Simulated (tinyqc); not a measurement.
Interpolating the pair or each band alone: Wannier functions of a composite (isolated) pair of valence bands (bonds of an sp chain).

Each atom has a hybrid pointing left (<) and right (>). H(k): diagonal +V3 on A, -V3 on B; <A<|A>> = -V1a, <B<|B>> = -V1b, <A>|B<> = -V2, <B>|A<> = -V2p exp(ik); k in 1/a, Bloch sums with exp(ikR). The two lowest bands are filled. Trial functions in cell 0: g1 = cos(c) A> + sin(c) B<, and g2 = sin(c) B> + cos(c) A< of cell 1, whose Bloch vector has cos(c) exp(-ik) on A<. Projection A_mn = <psi_m|g_n>, S = A^+ A, Loewdin U = A S^(-1/2), Bloch-like states w_n = sum_m psi_m U_mn, H_W(k) = U^+ diag(E) U. P = sum_m |psi_m><psi_m| is free of phase choices, and S = g^+ P g, w = P g S^(-1/2).

Values chosen for the exercise: V2 = 4.29 eV (coupling in the bond A-B inside the cell); V2p = 3.09 eV (coupling in the bond to the next cell); V1a = 1.31 eV (coupling of the two hybrids on A); V1b = 0.98 eV (the same on B); V3 = 1.67 eV (A at +V3, B at -V3); c = 55 degrees (trial bonds cos(c) on A, sin(c) on B).

Largest error on 25 points from 0 to pi. Pair: diagonalise the Hermitian part of sum_R exp(ikR) H(R) over the N cells nearest the origin, with H(R) the mean of exp(-ikR) H_W(k) on the mesh k = 2 pi j/N. Alone: the cosine series of each sorted band on the same mesh.

Errors (meV):
```
N,pair,each band alone
3,5.29960,45.21212
4,0.98643,5.72605
5,0.16538,7.45570
6,0.02880,1.06196
8,0.00113,0.24802
10,0.00005,0.05489
14,0.00000,0.00307
```

smallest spacing of the two filled bands = 1.2502 eV

What can be read from this table?

At N = 6 the pair errs by 0.029 meV and the single bands by 1.1; at N = 10, 4.8e-05 against 0.055. Both fall exponentially: the pair at a rate tied to the gap to the empty bands (5.59 eV), the single bands at a slower one tied to their own spacing (1.250 eV at the closest). Not every column falls at every step, since even meshes hold k = pi and odd ones do not.

(tinyqc, `OMP_NUM_THREADS=1 python tinyqc.py 1450235 1450236 out.jsonl`, Intel(R) Xeon(R) Processor @ 2.30GHz, 1 thread, shared host, about 0.2 s.)
